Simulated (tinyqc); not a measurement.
From results to parameters: diatomic chain. Computed by the program tinyqc.

Problem. A chain of two alternating masses has one spring constant k; at the zone edge omega^2 = 2k/M and 2k/m, and wavenumber = 521.4708 sqrt(omega^2) with omega^2 in eV/(angstrom^2 u). Find k, the heavier mass and the optical wavenumber at q = 0.

wavenumbers at the zone edge (cm^-1): 312.587725  952.071067
lighter mass = 15.900000 u

Solution. The upper value gives k = m omega^2/2, the ratio of the squares gives M/m, and at q = 0 omega^2 = 2k (1/m + 1/M), the sum of the two.

k = 26.500 eV/angstrom^2
heavier mass = 147.5000 u
optical wavenumber at q = 0 = 1002.073 cm^-1
